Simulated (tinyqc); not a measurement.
Read current of a NAND string, cells in series solved by shooting: one step of the calculation.

Cells in series, numbered from 0 at the source line (0 V) to the bit line, each followed by a gap resistance Rg. A cell with gate Vg, threshold VT, source Vs and drain Vd passes I = 2 nf K Vt^2 [F(Vs) - F(Vd)]/(1 + th max(Vg - VT, 0)), F(V) = ln^2(1 + exp((Vg - VT - nf V)/(2 nf Vt))). The selected cell has Vg = Vr, the others Vg = Vp.

Task. Node voltages for a trial current. For a trial current I start at 0 V and, cell by cell (the selected one is cell 4), solve for the drain: sqrt(F(Vd)) = sqrt(F(Vs) - I/k), k = 2 nf K Vt^2/(1 + th max(Vg - VT, 0)), Vd = [Vg - VT - 2 nf Vt ln(exp(sqrt F) - 1)]/nf, then add I Rg.

Inputs (values chosen for the exercise); values of the order met in vertical NAND strings:
```
symbol  value    unit                                 meaning
T         300       K                             temperature
K          12  uA/V^2                   gain factor of a cell
nf        2.5                                    slope factor
th       0.02     1/V               mobility reduction factor
Rg        1.3    kohm     resistance of the gap between cells
Vbl       0.3       V                        bit-line voltage
Vp        6.2       V                            pass voltage
Vr       2.48       V  read voltage on the selected word line
```

Constants: q = 1.602176634e-19 C, kB = 1.380649e-23 J/K, Vt = kB T/q. Results are converted to the units shown.

first trial current = 0.55 uA
thresholds from the source end, cell 0 to 5 (V): 3.8  -1  -1  3.8  1.5  3.8

Find: node voltage after each cell and gap, trial 1.

Result.

node voltage after each cell and gap, trial 1, cell 0 to 5 (V): 0.020942  0.029002  0.037083  0.058856  0.12159  0.14555

tinyqc, about 0.8 s, one thread, Intel Xeon 2.30GHz (shared host): `OMP_NUM_THREADS=1 python tinyqc.py 2142245 2142246 out.jsonl`
